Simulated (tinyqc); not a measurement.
Band bending at a free surface with one surface level, surface photovoltage and Kelvin probe: one step of the calculation.

n-type bulk, xi = Ec - EF = Vt ln(Nc/Nd), p0 = ni^2/Nd, ni = sqrt(Nc Nv) exp(-Eg/(2 Vt)), Eg in volts. b is the upward band bending, u = b/Vt. Space charge per area, in units of q: Qc = sign(b) sqrt((2 eps0 eps_r Vt/q) [(Nd + dn)(exp(-u) - 1) + Nd u + (p0 + dn)(exp(u) - 1)]), with dn the excess density under light (flat quasi-Fermi levels; 0 in the dark). The level holds -Ns f, f = 1/(1 + exp((xi + b - Es)/Vt)). Neutrality: Qc + Qf + (charge of the states) = 0.

Task. Charges against band bending. Evaluate Qc, the surface charge Qf - Ns f and their sum in the dark; the root lies where the sum changes sign.

Inputs (values chosen for the exercise); band and dielectric values close to those of indium phosphide: temperature T = 300 K; band gap Eg = 1.33 eV; relative permittivity eps_r = 12.4; conduction-band density of states at T Nc = 5.8e17 cm^-3; valence-band density of states at T Nv = 1.12e19 cm^-3; donor density Nd = 5.9e15 cm^-3; fixed positive charge at the surface Qf = 0 cm^-2; density of an acceptor-like surface level Ns = 5.2e11 cm^-2; its depth below the conduction edge Es = 0.32 eV.

Constants: q = 1.602176634e-19 C, kB = 1.380649e-23 J/K, Vt = kB T/q, eps0 = 8.8541878128e-14 F/cm where lengths are in cm. Results are converted to the units shown.

b, point 0 to 6 (V): 0.069  0.115  0.161  0.207  0.253  0.299  0.345

Give: Qc; surface charge; sum.

Result.

```
point  Qc (cm^-2)  surface charge (cm^-2)  sum (cm^-2)
0        6.028e10               -5.169e11    -4.566e11
1        8.505e10               -5.022e11    -4.172e11
2        1.046e11               -4.299e11    -3.253e11
3        1.210e11               -2.319e11    -1.109e11
4        1.355e11               -6.218e10     7.334e10
5        1.486e11               -1.165e10     1.370e11
6        1.606e11                -2.003e9     1.586e11
```

The sum rises steadily with b, so there is one root; bisection gives b = 0.23018 V.

Program tinyqc, `OMP_NUM_THREADS=1 python tinyqc.py 2430087 2430088 out.jsonl`; Intel Xeon 2.30GHz, shared host, one thread, about 0.01 s.
